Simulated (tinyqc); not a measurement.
# Ideality from Voc and Vmp

Problem. An ideal cell J = Jsc - J0 (exp(V/(n Vt)) - 1) has exp((Voc - Vmp)/(n Vt)) = 1 + Vmp/(n Vt) at maximum power. Find n, J0 and FF.

Parameters, values chosen for the exercise:
```
symbol,value,unit,meaning
T,300,K,temperature
```

Constants: q = 1.602176634e-19 C, kB = 1.380649e-23 J/K, Vt = kB T/q. Results are converted to the units shown.

Jsc = 1280 mA/cm^2
Voc = 0.88823092 V
Vmp = 0.75667121 V

Answer. With a = n Vt, a ln(1 + Vmp/a) rises steadily with a, so Voc - Vmp fixes it; J0 follows from Voc.

n = 1.78
J0 = 5.30e-9 A/cm^2
FF = 0.803

Program tinyqc, `OMP_NUM_THREADS=1 python tinyqc.py 2280011 2280012 out.jsonl`; Intel Xeon 2.30GHz, shared host, one thread, about 0.01 s.
